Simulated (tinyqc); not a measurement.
Deep-level transient spectroscopy (DLTS) of one majority-carrier trap: one step, computed by the program tinyqc. Command: `OMP_NUM_THREADS=1 python tinyqc.py 3026202 3026203 out.jsonl dlts walk`. One thread of a shared host (Intel(R) Xeon(R) Processor @ 2.30GHz), about 0.06 s of CPU time with the checks.

A filling pulse loads the traps in a one-sided junction; under reverse bias they empty at the rate e, and the capacitance relaxes as C(t) = C_0 - dC exp(-e t). The signal is S = [C(t_2) - C(t_1)]/dC.

Task: Signal size and trap density. W = sqrt(2 eps eps_0 (V_b + V_r)/(e N)), C_0 = eps eps_0 area/W. The pulse goes to zero bias, W_0 = W(V_r = 0). Traps within lambda = sqrt(2 eps eps_0 (E_t - E_F)/(e^2 N)) of the depletion edge stay filled, with E_F = k_B T_p ln(N_b/N) from the band, N_b = 2 M (2 pi m k_B T_p/h^2)^(3/2) (dopants taken as fully ionised). dC = C_0 (N_t/2N) f, f = [(W - lambda)^2 - max(W_0 - lambda, 0)^2]/W^2. The simple estimate is 2 N dC/C_0.

Inputs (values chosen for the exercise, for a model semiconductor):
```
quantity                    value   unit
density-of-states mass m    0.295    m_0
valleys M                       1      -
trap depth E_t              0.213     eV
temperature T                 104      K
doping N                    4e+16  cm^-3
trap density N_t          2.2e+14  cm^-3
dielectric constant eps      10.7      -
built-in voltage V_b          1.3      V
reverse bias V_r              6.7      V
diode area                  0.008   cm^2
```

Carriers: electrons. Extra term: Poole-Frenkel lowering.

peak temperature T_p = 86.12748 K

Constants: eps_0 = 8.8541878128e-12 F/m; e = 1.602176634e-19 C; k_B = 8.617333262e-05 eV/K; m_0 = 9.1093837015e-31 kg; k_B = 1.380649e-23 J/K; h = 6.62607015e-34 J s.

Give: depletion width W; C_0; lambda; f; transient amplitude dC; simple estimate of N_t.

Result:

depletion width W = 0.48634 micrometre

C_0 = 155.84 pF

lambda = 0.075476 micrometre

f = 0.65224

transient amplitude dC = 279.52 fF

simple estimate of N_t = 1.4349e+14 cm^-3

The simple estimate finds 65 % of the traps.
